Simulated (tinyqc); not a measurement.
Worked calculation: CCSD on RHF in the sto-3g basis, for BeH2, spin multiplicity 1. One step of it, computed by the program tinyqc.

Task: CCSD: starting amplitudes. t_ij^ab = <ij||ab> / (e_i + e_j - e_a - e_b), whose energy is MP2.

orbital energies (hartree): MO1 -4.535872, MO2 -0.411817, MO3 -0.366792, MO4 0.205048, MO5 0.213610, MO6 0.355340, MO7 0.665473

Two-electron integrals over orbitals (pq|rs), unique and non-zero (hartree):
```
(11|11) 2.272009    (21|11) -0.185853   (21|21) 0.023503    (22|11) 0.454327
(22|21) -0.005591   (22|22) 0.371600    (31|31) 0.004953    (32|31) 0.010602
(32|32) 0.157188    (33|11) 0.414199    (33|21) -0.002277   (33|22) 0.382432
(33|33) 0.405517    (41|11) 0.058732    (41|21) -0.007015   (41|22) 0.003735
(41|33) 0.002052    (41|41) 0.016819    (42|11) -0.032378   (42|21) 0.002049
(42|22) 0.010208    (42|33) 0.013808    (42|41) 0.013268    (42|42) 0.048464
(43|31) -0.000248   (43|32) 0.020747    (43|43) 0.016403    (44|11) 0.561817
(44|21) -0.007471   (44|22) 0.348649    (44|33) 0.331845    (44|41) -0.006795
(44|42) -0.038573   (44|44) 0.452976    (51|51) 0.015742    (52|51) 0.014889
(52|52) 0.047164    (53|53) 0.012138    (54|51) -0.004793   (54|52) -0.012947
(54|54) 0.026828    (55|11) 0.569186    (55|21) -0.007162   (55|22) 0.351470
(55|33) 0.331621    (55|41) 0.001943    (55|42) -0.016094   (55|44) 0.398322
(55|55) 0.449859    (61|11) -0.184082   (61|21) 0.023883    (61|22) -0.005029
(61|33) -0.002373   (61|41) -0.003132   (61|42) 0.005507    (61|44) -0.008212
(61|55) -0.005455   (61|61) 0.025434    (62|11) 0.135739    (62|21) -0.005600
(62|22) -0.010993   (62|33) -0.038176   (62|41) 0.005453    (62|42) -0.007516
(62|44) 0.056230    (62|55) 0.067755    (62|61) -0.003679   (62|62) 0.082614
(63|31) -0.000287   (63|32) -0.089496   (63|43) -0.017529   (63|63) 0.084036
(64|11) 0.028741    (64|21) 0.000337    (64|22) 0.001666    (64|33) -0.007525
(64|41) 0.012650    (64|42) 0.031845    (64|44) 0.000392    (64|55) 0.012457
(64|61) 0.004061    (64|62) 0.031120    (64|64) 0.040514    (65|51) 0.015421
(65|52) 0.044603    (65|54) -0.007639   (65|65) 0.046492    (66|11) 0.464744
(66|21) -0.006331   (66|22) 0.376453    (66|33) 0.384409    (66|41) 0.010979
(66|42) 0.031918    (66|44) 0.341596    (66|55) 0.353222    (66|61) -0.003441
(66|62) -0.014287   (66|64) 0.017552    (66|66) 0.404827    (71|31) 0.009311
(71|32) 0.017061    (71|43) -0.000758   (71|63) 0.000306    (71|71) 0.017627
(72|31) 0.004592    (72|32) -0.038682   (72|43) -0.016609   (72|63) 0.060906
(72|71) 0.008400    (72|72) 0.057296    (73|11) 0.150536    (73|21) -0.003933
(73|22) 0.000766    (73|33) -0.018428   (73|41) 0.000178    (73|42) -0.022900
(73|44) 0.068470    (73|55) 0.071316    (73|61) -0.003644   (73|62) 0.076355
(73|64) 0.017393    (73|66) -0.017987   (73|73) 0.088128    (74|31) -0.003162
(74|32) -0.037070   (74|43) 0.007989    (74|63) 0.023432    (74|71) -0.005460
(74|72) 0.007254    (74|74) 0.026017    (75|53) 0.013130    (75|75) 0.016947
(76|31) 0.009075    (76|32) 0.133596    (76|43) 0.022267    (76|63) -0.085702
(76|71) 0.015008    (76|72) -0.045740   (76|74) -0.030796   (76|76) 0.126713
(77|11) 0.540077    (77|21) -0.007284   (77|22) 0.395514    (77|33) 0.411012
(77|41) 0.001845    (77|42) 0.002500    (77|44) 0.377022    (77|55) 0.375106
(77|61) -0.007085   (77|62) -0.016246   (77|64) -0.006600   (77|66) 0.404208
(77|73) 0.005395    (77|77) 0.447758
```

Give: Starting amplitudes; correlation energy.

Result:

Starting amplitudes (spin orbitals 1a, 1b, ...; amplitudes related by a flip of all spins are not repeated; the 24 largest):
```
from      to          t
3a 3b  6a 6b     -0.058
2a 2b  6a 6b     -0.054
3a 3b  7a 7b     -0.043
2a 3b  6a 7b     -0.042
2a 2b  4a 4b     -0.039
2a 2b  5a 5b     -0.038
2a 3b  6b 7a      0.034
2a 2b  7a 7b     -0.027
3a 3b  4a 4b     -0.014
2a 3b  4a 7b      0.014
3a 3b  4a 6b      0.014
3a 3b  5a 5b     -0.010
2a 3b  4b 7a     -0.010
2a 3a  6a 7a     -0.009
2a 2b  4a 6b      0.005
2a 3a  4a 7a   3.81e-03
1a 2b  5a 5b  -2.77e-03
1a 1b  6a 6b  -2.60e-03
1a 2b  4a 4b  -2.48e-03
1a 1b  4a 4b  -1.77e-03
1a 1b  7a 7b  -1.69e-03
1a 1b  5a 5b  -1.66e-03
1a 2b  7a 7b  -1.34e-03
1a 2b  4b 6a   1.00e-03
```

correlation energy = -0.03147 hartree
